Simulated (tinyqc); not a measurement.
Time-dependent dielectric breakdown: cell percolation, Weibull statistics, area scaling and voltage extrapolation: one step, computed by the program tinyqc. Command: `OMP_NUM_THREADS=1 python tinyqc.py 3008829 3008830 out.jsonl tddb walk`. One thread of a shared host (Intel(R) Xeon(R) Processor @ 2.30GHz), about 0.01 s of CPU time with the checks.

The oxide is divided into columns of area a^2, each holding m = t_ox/a cells (m is taken as continuous). A share lambda(t) = (t/t_1)^alpha of the cells is defective, and a column whose cells are all defective breaks down.

Problem. Weibull parameters from the cell model. Failure fraction F = 1 - (1 - lambda^m)^N with N = A/a^2 columns, which for small lambda^m is 1 - exp(-(t/t63)^beta) with beta = alpha m and t63 = t_1 N^(-1/beta); critical share lambda(t63) = N^(-1/m). 1 um^2 = 1e6 nm^2.

Inputs (values chosen for the exercise, for a model gate oxide):
```
quantity                                              value  unit
oxide thickness t_ox                                    2.3    nm
defect cell size a                                      1.3    nm
exponent alpha of defect growth                        0.84     -
time t_1 at which the occupied share would reach 1  1.7e+11     s
test area A                                            5000  um^2
```

Give: cells per column m; columns N; Weibull slope beta; characteristic life t63; critical share of defective cells.

Solution.

cells per column m = 1.769

columns N = 2.959e+09

Weibull slope beta = 1.486

characteristic life t63 = 72039 s

critical share of defective cells = 4.434e-06

Times between F = 10 % and 90 % span a factor 7.97: the smaller beta = alpha m, the wider the scatter. Caution: t_1 is an input here; in a real oxide it changes with thickness at fixed voltage.
